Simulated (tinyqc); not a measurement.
Worked calculation (part 2 of 2): UHF in the 6-311g basis, for H2, spin multiplicity 3. Computed by tinyqc, a small Python program that keeps every step (integrals from PySCF). Command: `OMP_NUM_THREADS=1 python tinyqc.py 29999 30000 out.jsonl` (the two numbers bound the seeds that draw the settings). One thread of a shared host (Intel(R) Xeon(R) Processor @ 2.60GHz), about 0.1 s of CPU time with the checks.

Geometry (angstrom):
```
atom,x,y,z
H,0.000000,0.000000,0.000000
H,0.000000,0.000000,0.959000
```

## Iteration 3: DIIS over 3 matrices

error matrix X^T (FDS - SDF) X (alpha):
```
,1,2,3,4,5,6
1,0.000000,0.020481,-0.013565,0.000000,-0.049886,-0.050212
2,-0.020481,0.000000,-0.026797,0.049886,0.000000,-0.027840
3,0.013565,0.026797,0.000000,0.050212,0.027840,0.000000
4,0.000000,-0.049886,-0.050212,0.000000,0.020481,-0.013565
5,0.049886,0.000000,-0.027840,-0.020481,0.000000,-0.026797
6,0.050212,0.027840,0.000000,0.013565,0.026797,0.000000
```

B (overlaps of the stored error matrices), lower triangle:
```
,1,2,3
1,1.1627451e-01
2,8.2390499e-02,5.8431694e-02
3,5.7420110e-02,4.0745694e-02,2.8426058e-02
```

Minimise |sum c_i e_i|^2 with sum c_i = 1: solve [B -1; -1 0][c; lambda] = [0; -1] with B_ij = tr e_i^T e_j summed over both spins, and take F = sum c_i F_i.

DIIS coefficients: 1.300332  -5.361137  5.060805

extrapolated F(alpha) (hartree), lower triangle:
```
,1H 1s,1H 2s,1H 3s,2H 1s,2H 2s,2H 3s
1H 1s,0.294647
1H 2s,-0.648740,-0.569769
1H 3s,-0.578830,-0.528182,-0.380955
2H 1s,-0.353931,-0.452645,-0.439324,0.294647
2H 2s,-0.452645,-0.513485,-0.465815,-0.648740,-0.569769
2H 3s,-0.439324,-0.465815,-0.366043,-0.578830,-0.528182,-0.380955
```

extrapolated F(beta) (hartree), lower triangle:
```
,1H 1s,1H 2s,1H 3s,2H 1s,2H 2s,2H 3s
1H 1s,0.947293
1H 2s,-0.035061,0.107183
1H 3s,-0.166248,-0.028906,0.017396
2H 1s,-0.183776,-0.145712,-0.142200,0.947293
2H 2s,-0.145712,-0.071840,-0.065761,-0.035061,0.107183
2H 3s,-0.142200,-0.065761,-0.013956,-0.166248,-0.028906,0.017396
```

## Iteration 3: diagonalisation and new density

X, lower triangle:
```
,1H 1s,1H 2s,1H 3s,2H 1s,2H 2s,2H 3s
1H 1s,1.376412
1H 2s,-0.754833,2.227085
1H 3s,0.213769,-1.067684,2.398956
2H 1s,0.044052,-0.005961,-0.041595,1.376412
2H 2s,-0.005961,-0.417374,0.284585,-0.754833,2.227085
2H 3s,-0.041595,0.284585,-1.210217,0.213769,-1.067684,2.398956
```

D(alpha) after iteration 2, lower triangle:
```
,1H 1s,1H 2s,1H 3s,2H 1s,2H 2s,2H 3s
1H 1s,0.079931
1H 2s,0.148228,0.289670
1H 3s,0.138549,0.318661,0.517032
2H 1s,0.006034,-0.005611,-0.068081,0.079931
2H 2s,-0.005611,-0.052541,-0.203456,0.148228,0.289670
2H 3s,-0.068081,-0.203456,-0.453755,0.138549,0.318661,0.517032
```

D(beta) after iteration 2, lower triangle:
```
,1H 1s,1H 2s,1H 3s,2H 1s,2H 2s,2H 3s
1H 1s,0.000000
1H 2s,0.000000,0.000000
1H 3s,0.000000,0.000000,0.000000
2H 1s,0.000000,0.000000,0.000000,0.000000
2H 2s,0.000000,0.000000,0.000000,0.000000,0.000000
2H 3s,0.000000,0.000000,0.000000,0.000000,0.000000,0.000000
```

overlap S, lower triangle:
```
,1H 1s,1H 2s,1H 3s,2H 1s,2H 2s,2H 3s
1H 1s,1.000000
1H 2s,0.706377,1.000000
1H 3s,0.373664,0.788963,1.000000
2H 1s,0.118552,0.301963,0.273637,1.000000
2H 2s,0.301963,0.585629,0.610442,0.706377,1.000000
2H 3s,0.273637,0.610442,0.844751,0.373664,0.788963,1.000000
```

Diagonalise F' = X^T F X, C = X C', fill 2 alpha and 0 beta electrons from the bottom; D(s) = C_occ C_occ^T; the new density keeps 0.7 of the old one (damping). Each column has its largest component positive (the first on a tie).

F' = X^T F X (alpha) (hartree), lower triangle:
```
,1,2,3,4,5,6
1,1.406584
2,-1.303579,0.739949
3,-0.054438,-0.457969,0.120698
4,-0.032461,-0.144925,-0.105337,1.406584
5,-0.144925,-0.143097,0.007088,-1.303579,0.739949
6,-0.105337,0.007088,-0.111487,-0.054438,-0.457969,0.120698
```

orbital energies (alpha) (hartree): MO1 -0.779103, MO2 -0.271257, MO3 0.265047, MO4 0.422357, MO5 2.403177, MO6 2.494243

coefficients C (alpha):
```
,MO1,MO2,MO3,MO4,MO5,MO6
1H 1s,0.195042,0.162966,-0.052363,-0.099081,-1.078993,-1.127963
1H 2s,0.343307,0.479204,-0.754569,-1.219799,1.724458,1.243510
1H 3s,0.097305,0.918909,0.883707,2.311773,-1.127519,-0.487429
2H 1s,0.195042,-0.162966,-0.052363,0.099081,1.078993,-1.127963
2H 2s,0.343307,-0.479204,-0.754569,1.219799,-1.724458,1.243510
2H 3s,0.097305,-0.918909,0.883707,-2.311773,1.127519,-0.487429
```

F' = X^T F X (beta) (hartree), lower triangle:
```
,1,2,3,4,5,6
1,1.842394
2,-1.038902,1.075692
3,0.073304,-0.294382,0.238461
4,-0.016630,-0.107060,-0.071646,1.842394
5,-0.107060,-0.117335,0.035891,-1.038902,1.075692
6,-0.071646,0.035891,-0.090556,0.073304,-0.294382,0.238461
```

orbital energies (beta) (hartree): MO1 -0.058942, MO2 0.188196, MO3 0.364684, MO4 0.634215, MO5 2.558658, MO6 2.626285

coefficients C (beta):
```
,MO1,MO2,MO3,MO4,MO5,MO6
1H 1s,0.130668,0.084696,0.061374,-0.095016,-1.088301,-1.136769
1H 2s,0.154465,-0.088151,0.870483,-1.408558,1.643014,1.204970
1H 3s,0.331637,1.835723,-0.836781,1.726706,-1.052898,-0.466699
2H 1s,0.130668,-0.084696,0.061374,0.095016,1.088301,-1.136769
2H 2s,0.154465,0.088151,0.870483,1.408558,-1.643014,1.204970
2H 3s,0.331637,-1.835723,-0.836781,-1.726706,1.052898,-0.466699
```

D(alpha) after iteration 3, lower triangle:
```
,1H 1s,1H 2s,1H 3s,2H 1s,2H 2s,2H 3s
1H 1s,0.075332
1H 2s,0.147275,0.307018
1H 3s,0.147604,0.365187,0.618081
2H 1s,0.007668,-0.007268,-0.086889,0.075332
2H 2s,-0.007268,-0.070311,-0.264501,0.147275,0.307018
2H 3s,-0.086889,-0.264501,-0.568106,0.147604,0.365187,0.618081
```

D(beta) after iteration 3, lower triangle:
```
,1H 1s,1H 2s,1H 3s,2H 1s,2H 2s,2H 3s
1H 1s,0.000000
1H 2s,0.000000,0.000000
1H 3s,0.000000,0.000000,0.000000
2H 1s,0.000000,0.000000,0.000000,0.000000
2H 2s,0.000000,0.000000,0.000000,0.000000,0.000000
2H 3s,0.000000,0.000000,0.000000,0.000000,0.000000,0.000000
```

## Iteration 47 (converged): orbitals

converged F(alpha) (hartree), lower triangle:
```
,1H 1s,1H 2s,1H 3s,2H 1s,2H 2s,2H 3s
1H 1s,0.294642
1H 2s,-0.646966,-0.566969
1H 3s,-0.576752,-0.525406,-0.378555
2H 1s,-0.350271,-0.448448,-0.436030,0.294642
2H 2s,-0.448448,-0.508499,-0.461852,-0.646966,-0.566969
2H 3s,-0.436030,-0.461852,-0.362959,-0.576752,-0.525406,-0.378555
```

converged F(beta) (hartree), lower triangle:
```
,1H 1s,1H 2s,1H 3s,2H 1s,2H 2s,2H 3s
1H 1s,0.943783
1H 2s,-0.037278,0.104840
1H 3s,-0.167373,-0.030414,0.016226
2H 1s,-0.184313,-0.146844,-0.143089,0.943783
2H 2s,-0.146844,-0.073558,-0.067105,-0.037278,0.104840
2H 3s,-0.143089,-0.067105,-0.015087,-0.167373,-0.030414,0.016226
```

Diagonalise F' = X^T F X, C = X C', fill 2 alpha and 0 beta electrons from the bottom; D(s) = C_occ C_occ^T. Each column has its largest component positive (the first on a tie).

F' = X^T F X (alpha) (hartree), lower triangle:
```
,1,2,3,4,5,6
1,1.404926
2,-1.302790,0.739383
3,-0.054495,-0.458057,0.119972
4,-0.030804,-0.142883,-0.103822,1.404926
5,-0.142883,-0.140689,0.009020,-1.302790,0.739383
6,-0.103822,0.009020,-0.110084,-0.054495,-0.458057,0.119972
```

orbital energies (alpha) (hartree): MO1 -0.773979, MO2 -0.277184, MO3 0.264476, MO4 0.421795, MO5 2.401247, MO6 2.492206

coefficients C (alpha):
```
,MO1,MO2,MO3,MO4,MO5,MO6
1H 1s,0.195018,0.163257,-0.052504,-0.099284,-1.078931,-1.127961
1H 2s,0.343144,0.479328,-0.754544,-1.219158,1.724877,1.243571
1H 3s,0.097506,0.918179,0.883643,2.311881,-1.127892,-0.487505
2H 1s,0.195018,-0.163257,-0.052504,0.099284,1.078931,-1.127961
2H 2s,0.343144,-0.479328,-0.754544,1.219158,-1.724877,1.243571
2H 3s,0.097506,-0.918179,0.883643,-2.311881,1.127892,-0.487505
```

F' = X^T F X (beta) (hartree), lower triangle:
```
,1,2,3,4,5,6
1,1.838821
2,-1.039092,1.074062
3,0.073115,-0.294578,0.238261
4,-0.016643,-0.107225,-0.071669,1.838821
5,-0.107225,-0.117853,0.035683,-1.039092,1.074062
6,-0.071669,0.035683,-0.090829,0.073115,-0.294578,0.238261
```

orbital energies (beta) (hartree): MO1 -0.060988, MO2 0.187870, MO3 0.363289, MO4 0.632621, MO5 2.555978, MO6 2.623520

coefficients C (beta):
```
,MO1,MO2,MO3,MO4,MO5,MO6
1H 1s,0.131028,0.085020,0.061355,-0.095513,-1.088233,-1.136729
1H 2s,0.156852,-0.085854,0.869631,-1.407732,1.643843,1.205276
1H 3s,0.329231,1.832767,-0.837608,1.729372,-1.053672,-0.466919
2H 1s,0.131028,-0.085020,0.061355,0.095513,1.088233,-1.136729
2H 2s,0.156852,0.085854,0.869631,1.407732,-1.643843,1.205276
2H 3s,0.329231,-1.832767,-0.837608,-1.729372,1.053672,-0.466919
```

D(alpha) after iteration 47, lower triangle:
```
,1H 1s,1H 2s,1H 3s,2H 1s,2H 2s,2H 3s
1H 1s,0.064685
1H 2s,0.145173,0.347503
1H 3s,0.168915,0.473568,0.852560
2H 1s,0.011379,-0.011335,-0.130884,0.064685
2H 2s,-0.011335,-0.112008,-0.406651,0.145173,0.347503
2H 3s,-0.130884,-0.406651,-0.833545,0.168915,0.473568,0.852560
```

D(beta) after iteration 47, lower triangle:
```
,1H 1s,1H 2s,1H 3s,2H 1s,2H 2s,2H 3s
1H 1s,0.000000
1H 2s,0.000000,0.000000
1H 3s,0.000000,0.000000,0.000000
2H 1s,0.000000,0.000000,0.000000,0.000000
2H 2s,0.000000,0.000000,0.000000,0.000000,0.000000
2H 3s,0.000000,0.000000,0.000000,0.000000,0.000000,0.000000
```

## Convergence

Stop when the energy changes by less than 1e-08 hartree and every element of the error matrix X^T (F D S - S D F) X (for each spin) is below 3e-05.

Course of the cycle:
```
iteration,E (hartree),change,largest element of the error matrix
1,-1.20982088,-,1.00e-01
2,-1.07981292,1.30e-01,7.15e-02
3,-1.00169516,7.81e-02,5.02e-02
4,-0.95335528,4.83e-02,3.51e-02
5,-0.92263748,3.07e-02,2.46e-02
6,-0.90262460,2.00e-02,1.76e-02
7,-0.88943855,1.32e-02,1.22e-02
8,-0.88057706,8.86e-03,8.48e-03
9,-0.87455381,6.02e-03,5.92e-03
10,-0.87042564,4.13e-03,4.14e-03
11,-0.86757917,2.85e-03,2.90e-03
12,-0.86560781,1.97e-03,2.02e-03
13,-0.86423824,1.37e-03,1.42e-03
14,-0.86328463,9.54e-04,9.92e-04
...,...,...,...
34,-0.86107759,7.51e-07,7.91e-07
35,-0.86107706,5.26e-07,5.53e-07
36,-0.86107670,3.68e-07,3.87e-07
37,-0.86107644,2.58e-07,2.71e-07
38,-0.86107626,1.80e-07,1.90e-07
39,-0.86107613,1.26e-07,1.33e-07
40,-0.86107604,8.84e-08,9.30e-08
41,-0.86107598,6.19e-08,6.51e-08
42,-0.86107594,4.33e-08,4.56e-08
43,-0.86107591,3.03e-08,3.19e-08
44,-0.86107589,2.12e-08,2.23e-08
45,-0.86107587,1.49e-08,1.56e-08
46,-0.86107586,1.04e-08,1.09e-08
47,-0.86107585,7.28e-09,7.66e-09
```

PySCF UHF in the same basis, after a stability check = -0.86107584 hartree

Converged in 47 iterations.

## Populations, bond orders and dipole

Mulliken: Z minus the diagonal of D S on the atom; Loewdin: the same with S^(1/2) D S^(1/2); Mayer order: 2 sum_s sum (D(s) S)_ij (D(s) S)_ji over the two atoms.

Charges (e):
```
atom,Mulliken,Loewdin,Mulliken spin
1H,0,0,1.000000
2H,0,0,1.000000
```

Mayer bond orders:
```
pair,order
2-1,-0.268094
```

dipole moment about the origin, x y z (debye): 0.000000  0.000000  0.000000

<S^2> of the determinant (pure state: 2) = 2.000000
